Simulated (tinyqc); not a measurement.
Ways to converge the cycle: SCF convergence aids in the sto-6g basis, for H4+, spin multiplicity 2. Computed by the program tinyqc with PySCF. UHF with one setting changed at a time; a run stops when the energy changes by less than 1e-09 hartree and the error matrix is below 1e-5. The start is the core Hamiltonian. Damping d keeps d of the old density; a shift (hartree) raises the virtual levels; DIIS n extrapolates F over n matrices.

Geometry (angstrom):

| atom | x | y | z |
|---|---|---|---|
| H | 0.0000 | 0.0000 | 0.0000 |
| H | 0.0000 | 0.0000 | 1.5260 |
| H | 0.0000 | 0.0000 | 2.5780 |
| H | 0.0000 | 0.0000 | 4.1040 |

lowest solution found by these runs and by PySCF with stability checks = -1.641987 hartree

Largest element of the error matrix X^T (FDS - SDF) X:

| iteration | plain | damping 0.3 | damping 0.6 | shift 0.4 | DIIS 3 | DIIS 8 |
|---|---|---|---|---|---|---|
| 1 | 1.9e-01 | 1.9e-01 | 1.9e-01 | 1.9e-01 | 1.9e-01 | 1.9e-01 |
| 2 | 4.6e-02 | 9.2e-02 | 1.4e-01 | 1.2e-01 | 4.6e-02 | 4.6e-02 |
| 3 | 2.8e-02 | 5.2e-02 | 9.8e-02 | 6.6e-02 | 2.6e-02 | 2.6e-02 |
| 4 | 1.8e-02 | 3.3e-02 | 7.3e-02 | 4.1e-02 | 8.4e-03 | 8.4e-03 |
| 5 | 1.1e-02 | 2.3e-02 | 5.5e-02 | 2.8e-02 | 3.8e-03 | 6.2e-03 |
| 6 | 6.9e-03 | 1.6e-02 | 4.3e-02 | 2.1e-02 | 3.0e-04 | 6.4e-04 |
| 8 | 2.6e-03 | 8.3e-03 | 2.7e-02 | 1.2e-02 | 6.1e-06 | 1.6e-04 |
| 10 | 9.7e-04 | 4.4e-03 | 1.8e-02 | 7.0e-03 | - | 3.2e-04 |
| 14 | 1.3e-04 | 1.2e-03 | 8.4e-03 | 2.6e-03 | - | - |
| 20 | 6.6e-06 | 1.7e-04 | 2.9e-03 | 5.5e-04 | - | - |
| 30 | - | 7.0e-06 | 5.1e-04 | 4.2e-05 | - | - |
| 45 | - | - | 3.9e-05 | - | - | - |

How each run ends:

| run | iterations | E (hartree) | state |
|---|---|---|---|
| plain | 21 | -1.641987 | lowest found |
| damping 0.3 | 31 | -1.641987 | lowest found |
| damping 0.6 | 55 | -1.641987 | lowest found |
| shift 0.4 | 37 | -1.641987 | lowest found |
| DIIS 3 | 9 | -1.641987 | lowest found |
| DIIS 8 | 13 | -1.641987 | lowest found |

What does the comparison show, and why?

6 of 6 runs reach the lowest solution found, in 9 to 55 iterations (fastest: DIIS 3). Plain steps already contract here, so damping only slows them. DIIS 3 and DIIS 8 gain by cancelling the error over several earlier matrices, much as a quasi-Newton step does.
